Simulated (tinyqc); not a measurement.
What moves the results: deformation-potential model of the X valleys of a conduction band. A value that a table varies takes the place of the one given here.

Valleys with axes along x, y and z, one whole valley each. Herring-Vogt shift of a valley with unit axis a: dE = Xd tr(e) + Xu a.e.a. Non-degenerate shares n_i = exp(-dE_i/kT)/sum_j exp(-dE_j/kT). Inverse mass tensor of a valley: (1 - a a)/mt + a a/ml; the masses are taken as independent of strain.

s11 = (C11 + C12)/((C11 - C12)(C11 + 2 C12)), s12 = -C12/((C11 - C12)(C11 + 2 C12)), s44 = 1/C44; exx = s11 sxx + s12 (syy + szz) and cyclic, exy = s44 sxy/2; tension is positive. A uniaxial stress X along the unit vector n is s_ij = X n_i n_j.

Constants: kB = 8.617333262e-05 eV/K.

Inputs chosen for the exercise (near those of AlAs; the results hold for these values, not for the real material): ml = 1.11 m0 (longitudinal mass); mt = 0.208 m0 (transverse mass); Xd = 1.04 eV (dilation potential); Xu = 5.99 eV (uniaxial potential); C11 = 124.4 GPa; C12 = 53.9 GPa; C44 = 54.7 GPa; load = uniaxial [100] (kind of stress); T = 350 K (temperature); X1 = 1.2 GPa (size of the stress); X = 1.41 GPa (stress).

## Sweep of a uniaxial [100] stress

m_c = 1/(u.M.u) along [110] with M = sum_i n_i (inverse mass tensor); gain against zero stress at a fixed scattering time.

Results:
```
X (GPa)  spread (meV)  lowest edge (meV)    n x    n y    n z  m_c (m0)  gain (%)
-1.00            85.0              -69.7  0.893  0.053  0.053    0.3380     -15.6
-0.50            42.5              -34.9  0.672  0.164  0.164    0.3150      -9.4
-0.20            17.0              -13.9  0.468  0.266  0.266    0.2964      -3.7
0.00              0.0                0.0  0.333  0.333  0.333    0.2853       0.0
0.20             17.0               -3.0  0.222  0.389  0.389    0.2767       3.1
0.50             42.5               -7.6  0.109  0.446  0.446    0.2685       6.3
1.00             85.0              -15.2  0.029  0.485  0.485    0.2630       8.5
```

Along [110] the gain is -15.6 % at -1.00 GPa and +8.5 % at 1.00 GPa. The slope at zero stress (from +/- 0.001 GPa), +17.4 % per GPa, carried to the ends would give -17 and +17 %; the response falls behind at both ends, as it saturates once the spread passes a few kT (kT = 30.2 meV, spread up to 85 meV).

## Gain for each load and current direction

Each load has the size X1. Gain m_c(0)/m_c - 1 in per cent from repopulation alone, m_c = 1/(u.M.u), M = sum_i n_i (inverse mass tensor); biaxial means sxx = syy.

Gain (%); + is tension, - compression:
```
load                [100]  [010]  [001]  [110]  [1-10]  [111]
uniaxial [110] (+)   22.1   22.1  -44.3   22.1    22.1    0.0
uniaxial [110] (-)  -13.9  -13.9   27.7  -13.9   -13.9    0.0
uniaxial [100] (+)   35.3  -17.6  -17.6    8.8     8.8    0.0
uniaxial [100] (-)  -67.2   33.6   33.6  -16.8   -16.8    0.0
uniaxial [111] (+)    0.0    0.0    0.0    0.0     0.0    0.0
uniaxial [111] (-)    0.0    0.0    0.0    0.0     0.0    0.0
biaxial (001) (+)    33.6   33.6  -67.2   33.6    33.6    0.0
biaxial (001) (-)   -17.6  -17.6   35.3  -17.6   -17.6    0.0
```

The largest gain is +35.3 %, for uniaxial [100] (+) with the current along [100] and biaxial (001) (-) with the current along [001]; for a [110] channel it is +33.6 %, under biaxial (001) (+). No gain or loss appears under uniaxial [111]: the valleys stay equivalent (in real silicon shear also changes the masses, which this model leaves out).

## Temperature and repopulation

The load is fixed; m_c along [110] as 1/(u.M.u).

Results:
```
T (K)  kT (meV)    n x    n y    n z  m_c (m0)
50         4.31  0.000  0.500  0.500    0.2610
77         6.64  0.000  0.500  0.500    0.2610
150       12.93  0.000  0.500  0.500    0.2610
225       19.39  0.001  0.499  0.499    0.2611
300       25.85  0.005  0.498  0.498    0.2614
400       34.47  0.015  0.492  0.492    0.2620
500       43.09  0.030  0.485  0.485    0.2630
```

The largest share falls from 0.500 at 50 K to 0.485 at 500 K (equal shares: 0.333); m_c goes from 0.2610 to 0.2630, against 0.2853 without stress. Only spread/kT enters, so the small-stress response goes as 1/T.

## What each parameter does

Spread of the valley edges, lowest edge, largest share and m_c along [110]. Each row changes one parameter from the base and keeps the others.

Results:
```
case              spread (meV)  lowest edge (meV)  largest share  m_c (m0)
base                    119.80             -21.49         0.4953    0.2617
ml = 1.332 m0           119.80             -21.49         0.4953    0.2643
mt = 0.166 m0           119.80             -21.49         0.4953    0.2114
Xd = 1.248 eV           119.80             -20.23         0.4953    0.2617
Xu = 4.792 eV            95.84             -15.93         0.4898    0.2624
C11 = 149.28 GPa         88.55             -12.86         0.4871    0.2628
C12 = 64.68 GPa         141.42             -30.27         0.4977    0.2613
C44 = 43.76 GPa         119.80             -21.49         0.4953    0.2617
X = 1.692 GPa           143.76             -25.79         0.4979    0.2613
T = 420 K               119.80             -21.49         0.4910    0.2622
```

The largest shifts from the base row, up to three for each result and ties (the steps differ in size, so this ranks the rows, not the parameters). spread (meV): C11 -31.25, Xu -23.96, X +23.96; unchanged at the printed digits by ml, mt, Xd, C44 and T. lowest edge (meV): C12 -8.78, C11 +8.63, Xu +5.56; unchanged at the printed digits by ml, mt, C44 and T. largest share: C11 -0.0083, Xu -0.0055, T -0.0043; unchanged at the printed digits by ml, mt, Xd and C44. m_c (m0): mt -0.0503, ml +0.0026, C11 +0.0011; unchanged at the printed digits by Xd and C44. Xd moves all valleys together, so it shifts the edge and nothing else.

(tinyqc, `OMP_NUM_THREADS=1 python tinyqc.py 1081064 1081065 out.jsonl`, Intel(R) Xeon(R) Processor @ 2.30GHz, 1 thread, shared host, about 0.01 s.)
